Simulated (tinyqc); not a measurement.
# Changing the temperature T

Model: regular and subregular solution with a miscibility gap. Computed by tinyqc, a small Python program. Command: `OMP_NUM_THREADS=1 python tinyqc.py 3017829 3017830 out.jsonl regsol sweep`. One thread of a shared host (Intel(R) Xeon(R) Processor @ 2.30GHz), about 0.01 s of CPU time with the checks.

Per mole of mixing sites: G(x) = x (1 - x) [L0 + L1 (1 - 2x)] + R T [x ln x + (1 - x) ln(1 - x)], x the fraction of B.

Inputs (values chosen for the exercise, for a model alloy):
```
quantity                     value    unit
interaction L0                16.2  kJ/mol
size misfit eta = d ln a/dx  0.016       -
asymmetry L1                     0  kJ/mol
overall fraction x0           0.77       -
start value s0                0.05       -
```

Source of L0: given.

Constants: R = 8.314462618 J/(mol K).

Method:
- L0 and eta are given.
- The spinodal is G'' = 0, R T_s(x) = x (1 - x) [2 L0 + 6 L1 (1 - 2x)]; the critical point is its maximum.
- G' = L0 (1 - 2x) + L1 (1 - 6x + 6x^2) + R T ln[x/(1 - x)]; G'' = -2 L0 - 6 L1 (1 - 2x) + R T/[x (1 - x)].
- Solve G'' = 0 on each side of x_c.
- Common tangent: F1 = G'(x1) - G'(x2) = 0 and F2 = [G - x G'](x1) - [G - x G'](x2) = 0. Newton step: J = [[G''(x1), -G''(x2)], [-x1 G''(x1), x2 G''(x2)]], J dx = -F; a step that would leave 0 < x < 1 is halved until it stays inside. The start is x1 = s0, x2 = 1 - s0.
- Stop when the step is below 1e-12, or when x1 and x2 meet within 1e-5; residuals under 1e-7 are shown as 0.
- Inside the gap the B-rich phase has the fraction f = (x0 - x1)/(x2 - x1), and the gain is (1 - f) G(x1) + f G(x2) - G(x0); outside it one phase remains.

One run for each value; columns: (1) temperature T (K); (2) solubility limit x1; (3) spinodal x_s1; (4) spinodal x_s2; (5) solubility limit x2; (6) free energy of decomposition (J/mol):
```
(1)         (2)      (3)      (4)      (5)      (6)
201  6.1747e-05  0.05456  0.94544  0.99994  -1967.9
246  3.6524e-04  0.06771  0.93229  0.99963  -1766.8
291  1.2558e-03  0.08128  0.91872  0.99874  -1567.3
335  3.0781e-03  0.09499  0.90501  0.99692  -1375.4
380  6.2872e-03  0.10951  0.89049  0.99371  -1184.5
425  1.1185e-02  0.12458  0.87542  0.98882  -1001.1
469  1.7884e-02  0.13994  0.86006  0.98212   -831.3
514  2.6953e-02  0.15635  0.84365  0.97305   -669.3
559  3.8534e-02  0.17358  0.82642  0.96147   -521.2
```

Describe and explain the trends.

Over the rows, solubility limit x1 rises from 6.17e-5 to 0.0385 (exponent d ln y / d ln x 8.8 between the first rows and 4.3 between the last); spinodal x_s1 rises from 0.0546 to 0.174 (exponent d ln y / d ln x 1.1 between the first rows and 1.2 between the last); spinodal x_s2 falls from 0.945 to 0.826 (exponent d ln y / d ln x -0.069 between the first rows and -0.25 between the last). An Arrhenius slope -R d ln x1/d(1/T) gives 16.2 kJ/mol between the first rows and 19.0 between the last; in the dilute limit it tends to L0 + L1.

Caution (rows 201, 246, 291): at such a low temperature diffusion in a solid alloy is normally frozen, so this equilibrium would not be reached.
